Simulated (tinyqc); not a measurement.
Epitaxial growth on a vicinal surface: Burton-Cabrera-Frank step flow, step-edge barrier and island nucleation. Changing the step-edge barrier E_s. Computed by tinyqc, a small Python program. Command: `OMP_NUM_THREADS=1 python tinyqc.py 3016305 3016306 out.jsonl stepflow sweep`. One thread of a shared host (Intel(R) Xeon(R) Processor @ 2.30GHz), about 0.02 s of CPU time with the checks.

Adatoms land at rate F, hop on a square grid (a simplification for hexagonal faces), desorb, or join steps. Lengths are in units of a and n is the adatom coverage. Steps ascend at x = 0 and descend at x = l.

Inputs (values chosen for the exercise, close to those used for 4H-SiC(0001)):
```
quantity                     value      unit
site spacing a                3.08  angstrom
step height h                 2.52  angstrom
diffusion barrier E_d         1.74        eV
desorption energy E_a         3.71        eV
adatom formation energy E_f   1.76        eV
attempt frequency nu             5       THz
deposition rate F            0.029  layers/s
miscut angle                     2   degrees
temperature T                 1590         C
```

Constants: k_B = 8.617333262e-05 eV/K.

Method:
- D = nu exp(-E_d/(k_B T)) (a^2/s, nu counted per direction); tau = exp(E_a/(k_B T))/nu; x_s = sqrt(D tau); n_eq = exp(-E_f/(k_B T)); terrace width l = h/(a tan(miscut)); Schwoebel length l_s = exp(E_s/(k_B T)) - 1.
- Temperatures in kelvin are T(C) + 273.15.
- D n'' - n/tau + F = 0 with n(0) = n_eq and -l_s n'(l) = n(l) - n_eq. With u = n - F tau, A = n_eq - F tau, y = l/x_s, s = l_s/x_s: u = A cosh(x/x_s) + B sinh(x/x_s), B = A (1 - cosh y - s sinh y)/(sinh y + s cosh y). Flux into the ascending step J+ = D B/x_s, over the descending one J- = -(D/x_s)(A sinh y + B cosh y); step velocity J+ + J-; growth rate (J+ + J-)/l. For small y: J+ + J- = (F - n_eq/tau) l, J-/J+ = l/(l + 2 l_s).
- The coverage peaks where n' = 0, tanh(x/x_s) = -B/A.

One run for each value; columns: (1) step-edge barrier E_s (eV); (2) J- (atoms per step site and s); (3) J+ (atoms per step site and s); (4) peak coverage; (5) position of the peak (a); (6) Schwoebel length l_s (a):
```
(1)       (2)      (3)         (4)     (5)     (6)
0.00  0.24603  0.24603  1.7362e-05  11.715   0.000
0.05  0.24225  0.24981  1.7363e-05  11.895   0.365
0.10  0.23727  0.25478  1.7363e-05  12.132   0.864
0.15  0.23080  0.26125  1.7364e-05  12.440   1.545
0.20  0.22251  0.26953  1.7365e-05  12.834   2.475
0.30  0.19937  0.29263  1.7368e-05  13.935   5.479
0.40  0.16700  0.32496  1.7373e-05  15.475  11.078
0.50  0.12820  0.36371  1.7380e-05  17.323  21.516
```

Over the rows, J- (atoms per step site and s) falls from 0.246 to 0.128; J+ (atoms per step site and s) rises from 0.246 to 0.364; peak coverage rises from 1.7362e-5 to 1.7380e-5. The barrier matters once l_s is comparable with l; in the limit the descending step reflects, the peak moves to x = l and the excess coverage is four times as large when desorption is weak.

Extremes, crossings and ranges named in words are read from the listed rows.
